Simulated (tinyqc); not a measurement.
Doping from resistivity.

Question. A uniform, uncompensated and fully ionised sample has rho = 1/(q N mu), mu = m1 + (m2 (T/300 K)^(-bt) - m1)/(1 + (N/Nr)^am). Find N, mu and the diffusion coefficient mu Vt.

Parameters, values chosen for the exercise: temperature T = 350 K; mobility limit at high doping m1 = 51.3 cm^2/(V s); mobility limit at low doping, at 300 K m2 = 1440 cm^2/(V s); reference doping of the mobility law Nr = 9.56e16 cm^-3; exponent of the mobility law am = 0.677; temperature exponent of m2 bt = 2.2.

Constants: q = 1.602176634e-19 C, kB = 1.380649e-23 J/K, Vt = kB T/q. Results are converted to the units shown.

resistivity = 0.016138524 ohm cm

Answer. With am below 1 the product N mu rises steadily with N, so one doping matches; it is found by iterating N = 1/(q rho mu(N)).

N = 2.70e18 cm^-3
mu = 143 cm^2/(V s)
diffusion coefficient = 4.32 cm^2/s

Numbers from tinyqc (`OMP_NUM_THREADS=1 python tinyqc.py 2110146 2110147 out.jsonl`; about 0.01 s on one thread of a shared Intel Xeon 2.30GHz).
